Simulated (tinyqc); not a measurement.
Bandgap voltage reference from two bipolar transistors: two steps of the calculation.

Two transistors of area 1 and N carry the same current I. Is(T) = Is (T/T0)^eta exp[(Vg0 q/kB)(1/T0 - 1/T)], VBE1 = Vt ln(I/Is(T)) + I rb, VBE2 = Vt ln(I/(N Is(T))) + I rb/N. The amplifier forces I R1(T) = VBE1 - VBE2 + Vos, with R(T) = R (1 + tc (T - T0)) for both resistors, and the output is Vref = VBE1 + I R2(T). Base currents and the Early effect are neglected.

Inputs (values chosen for the exercise); values of the order met in silicon bipolar transistors: reference temperature T0 = 300 K; band-gap voltage extrapolated to 0 K Vg0 = 1.166 V; temperature exponent of the saturation current eta = 4.3; saturation current of the unit transistor at T0 Is = 8e-16 A; area ratio of the second transistor N = 8; resistor across which the difference of VBE falls, at T0 R1 = 2.9 kohm; temperature coefficient of both resistors tc = 0 ppm/K; offset of the amplifier Vos = 0 mV; series resistance of the unit transistor rb = 0 ohm; output resistor at T0 R2 = 34.9 kohm; temperature T = 233 K.

Constants: q = 1.602176634e-19 C, kB = 1.380649e-23 J/K. Results are converted to the units shown.

Task 1. Operating point at another temperature. Vt = kB T/q; I = (Vt ln N + Vos)/(R1(T) - rb (1 - 1/N)).

Wanted: Vt; I; Is(T); VBE1; I R2; Vref.

Result 1.

Vt = 0.02008 V
I = 14.40 uA
Is(T) = 6.288e-22 A
VBE1 = 0.7563 V
I R2 = 0.5025 V
Vref = 1.259 V

From T0 to T, VBE1 changes by 139 mV and I R2 by -144 mV, which leaves -5.13 mV in Vref.

Task 2. Resistor for zero slope at T0, ideal case. With tc = 0, Vos = 0 and rb = 0 the current is proportional to T, dVBE/dT = (VBE - Vg0 - (eta - 1) Vt)/T, and Vref has zero slope at T0 when Vref = Vg0 + (eta - 1) Vt0. Find VBE1, its slope, that Vref, R2/R1 and the curvature d2Vref/dT2 = -(eta - 1) kB/(q T0).

Give: VBE1; dVBE/dT; Vref; R2/R1; curvature.

Result 2.

VBE1 = 0.61699 V
dVBE/dT = -2.1144 mV/K
Vref = 1.2513 V
R2/R1 = 11.800
curvature = -0.94791 uV/K^2

Program tinyqc, `OMP_NUM_THREADS=1 python tinyqc.py 2062151 2062152 out.jsonl`; Intel Xeon 2.30GHz, shared host, one thread, about 0.02 s.
